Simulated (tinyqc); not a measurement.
Inside a calculation. Model: Gupta-type many-body potential for a metal. Computed by tinyqc, a small Python program that keeps every step. Command: `OMP_NUM_THREADS=1 python tinyqc.py 3003661 3003662 out.jsonl gupta walk`. One thread of a shared host (Intel(R) Xeon(R) Processor @ 2.30GHz), about 0.01 s of CPU time with the checks. Intermediate numbers are printed to about 7 digits and carried at full precision; extremes and crossings named in words are read from the listed rows.

E_i = sum_j A exp(-p (r_ij/r0 - 1)) - xi rho_i^gamma, with rho_i = sum_j exp(-2 q (r_ij/r0 - 1)); gamma = 1/2 is the tight-binding second-moment form. The crystal is fcc unless stated; d is the neighbour distance and a fixed number of shells is kept.

Inputs (values chosen for the exercise, modelled on nickel): repulsion A = 0.0372 eV; hopping xi = 1.06 eV; decay p = 16.8; decay q = 1.22; reference distance r0 = 2.491 angstrom; shells kept = 1; embedding exponent gamma = 0.5.

Surface: (111).

Constants: 1 eV/angstrom^3 = 160.2176634 GPa; 1 eV/angstrom^2 = 16.02176634 J/m^2.

## Equilibrium of the fcc crystal

fcc shells: d sqrt(k), k = 1..5, with 12, 6, 24, 12, 24 atoms; Omega = d^3/sqrt2. Equilibrium: dE/dd = 0; B = d^2 E''(d)/(9 Omega).

neighbour distance d = 2.573383 angstrom

lattice constant = 3.639313 angstrom

cohesive energy E_c = 3.270632 eV

bulk modulus B = 105.6895 GPa

## Shell terms at equilibrium

Repulsion and density of one neighbour in each shell, and their sums.

Shells:
```
shell  count  r (angstrom)  repulsion (eV)    density
1         12      2.573383      0.02134238  0.9224738
```

repulsive energy = 0.2561085 eV

density rho = 11.06969

The band term is -xi rho^gamma = -3.5267 eV; with the repulsion it gives -E_c.

## Unrelaxed vacancy

Each neighbour j of the vacancy loses one repulsive term and one density term: E_v = sum_shells count x {-repulsion - xi [(rho - density)^gamma - rho^gamma]}. (The removed atom returns to a bulk-like site, so its own energy cancels.)

vacancy energy E_v = 1.545614 eV

ratio E_v/E_c, E_c = xi rho^gamma less the repulsive energy = 0.4725735

A pair potential gives E_v = E_c; here the ratio is 0.47, as the remaining bonds of the neighbours strengthen when one is lost.

## Elastic constants

Second derivatives of E/Omega at equilibrium under homogeneous strain: e_xx = h gives C11; e_xx = -e_yy = h gives 2 (C11 - C12); e_xy = e_yx = h/2 gives C44.

C11 = 154.3962 GPa

C12 = 81.33613 GPa

C44 = 73.06006 GPa

Cauchy pressure C12 - C44 = 8.276070 GPa

C12/C44 = 1.11; pair forces would give 1. The excess comes from the curvature of the embedding term.

## The (111) surface

Cut the crystal without relaxation; an atom in layer l keeps the neighbours that lie below the surface plane. Excess = E_i + E_c. Surface energy = sum of excesses over the layers, divided by the area per surface atom: (sqrt3/2) d^2 for (111), d^2 for (100), sqrt2 d^2 for (110).

Layers:
```
layer  nearest neighbours  repulsion (eV)       rho  excess (eV)
1                       9       0.1920814  8.302264    0.4084665
```

excess per surface atom = 0.4084665 eV

surface energy = 1.141110 J/m^2

## Three surfaces against bond counting

Bond counting with pair bonds charges E_c/12 for each missing nearest neighbour: 3, 4 and 6 per surface cell.

Surfaces:
```
face   missing bonds  excess (eV)  bond counting (eV)      ratio  surface energy (J/m^2)
(111)              3    0.4084665            0.817658  0.4995567                1.141110
(100)              4    0.5617994            1.090211  0.5153127                1.359198
(110)              6    0.8552372            1.635316  0.5229798                1.463097
```

The order of surface energies is (111) < (100) < (110), with (110)/(111) = 1.282 against 1.225 from counting first-neighbour bonds. The excess is 0.50 to 0.52 of the bond-counting value: atoms with fewer neighbours have stronger bonds. Caution: relaxation, left out here, lowers surface energies. Caution: fitted second-moment potentials usually give surface energies well below measured ones.

## Energy against coordination

Nearest neighbours only, z equal bonds relaxed to their best length: r/r0 = 1 + ln[A p z^(1 - gamma)/(2 q gamma xi)]/(p - 2 q gamma), E = z A exp(-p (r/r0 - 1)) - xi [z exp(-2 q (r/r0 - 1))]^gamma.

Relaxed bonds:
```
z   r (angstrom)  E per atom (eV)   E/z (eV)
1       2.374734        -1.040624  -1.040624
2       2.430146        -1.432263  -0.716132
3       2.462560        -1.726529  -0.575510
4       2.485557        -1.971295  -0.492824
6       2.517971        -2.376309  -0.396051
8       2.540969        -2.713192  -0.339149
9       2.550385        -2.864534  -0.318282
12      2.573383        -3.270632  -0.272553
```

Bonds lengthen from 2.375 to 2.573 angstrom between z = 1 and 12, and |E| grows as z^0.461, the exponent gamma (p - 2q)/(p - 2 q gamma) = 0.461; pair bonds would give z^1 at a fixed length.

Checks made by the program: closed form for one shell, E_c = xi rho^gamma (1 - 2 q gamma/p) (relative difference 4e-10); sum of the shell terms (relative difference below 1e-10); (C11 + 2 C12)/3 against B (relative difference 1e-09).
